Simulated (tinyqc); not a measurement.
# Circuit elements from the admittance matrix

Question. Y belongs to a common-source circuit with y11 = i w (Cgs + Cgd), y12 = -i w Cgd, y21 = gm - i w Cgd, y22 = gds + i w (Cgd + Cd) and a resistance Rg in series with the gate; w = 2 pi f. Find Rg, Cgs + Cgd, Cgd, gm, gds and Cd.

Values chosen for this exercise: signal frequency f = 5 GHz.

Y with Rg (mS):
```
	1	2
1	0.0015801369+0.1983514294i	-0.0004129197-0.0518329893i
2	0.7731147113-0.0579951810i	0.0179129965+0.1241315514i
```

Answer. 1/Y11 = Rg + 1/(i w (Cgs + Cgd)) gives Rg; removing it from Z11 returns the inner y, whose parts are read off.

Rg = 40.2 ohm
Cgs + Cgd = 6.31 fF
Cgd = 1.65 fF
gm = 0.774 mS
gds = 0.0178 mS
Cd = 2.25 fF

Numbers from tinyqc (`OMP_NUM_THREADS=1 python tinyqc.py 2150110 2150111 out.jsonl`; about 0.01 s on one thread of a shared Intel Xeon 2.30GHz).
